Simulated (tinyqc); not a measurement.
Worked calculation: coherent transport through a tight-binding region between two chains. One step of it, computed by the program tinyqc.

Problem. Transmission at E = -0.11 eV. Surface Green function g = (E - i sqrt(4 t^2 - E^2)) / (2 t^2); self-energy tc^2 g on each contact site; G = (E - H - Sigma)^(-1); Gamma = -2 Im Sigma; T = Gamma_L Gamma_R |G_LR|^2; local density of states -Im G_ii / pi.

H of the central region (eV):
```
           1          2          3          4          5          6
1   0.000000  -1.420000   0.000000   0.000000   0.000000   0.000000
2  -1.420000   0.000000  -0.810000   0.000000   0.000000   0.000000
3   0.000000  -0.810000   0.000000  -0.810000   0.000000   0.000000
4   0.000000   0.000000  -0.810000   0.000000  -0.810000   0.000000
5   0.000000   0.000000   0.000000  -0.810000   0.000000  -0.810000
6   0.000000   0.000000   0.000000   0.000000  -0.810000   0.000000
```

Leads: semi-infinite chains with site energy 0:

| parameter | value |
|---|---|
| lead hopping t (eV) | 2.030000 |
| coupling to the left lead (eV) | 0.410000 |
| coupling to the right lead (eV) | 1.310000 |
| left contact site | 1 |
| right contact site | 6 |

E = -0.110000 eV

Give: g; G; local density of states; transmission.

Solution.

g = -0.0133-0.4924i 1/eV

G (1/eV):
```
                 1                2                3                4
1   0.0108-0.4123i   0.6810-0.0319i   0.0735+0.7185i  -0.6710+0.1295i
2   0.6810-0.0319i   0.0498-0.0421i   0.0475+0.0502i  -0.0434+0.0489i
3   0.0735+0.7185i   0.0475+0.0502i  -0.1224-1.2527i   1.1705-0.2204i
4  -0.6710+0.1295i  -0.0434+0.0489i   1.1705-0.2204i   0.2023-0.0789i
5  -0.1647-0.7009i  -0.0534-0.0436i   0.2814+1.2228i   0.0916+0.2097i
6   0.6487-0.2247i   0.0361-0.0549i  -1.1323+0.3864i  -0.1899+0.1073i

                 5                6
1  -0.1647-0.7009i   0.6487-0.2247i
2  -0.0534-0.0436i   0.0361-0.0549i
3   0.2814+1.2228i  -1.1323+0.3864i
4   0.0916+0.2097i  -0.1899+0.1073i
5  -0.2690-1.1943i   1.1065-0.3718i
6   1.1065-0.3718i   0.3402-0.1578i
```

local density of states (1/eV): 0.1312  0.0134  0.3988  0.0251  0.3802  0.0502

transmission = 0.1319
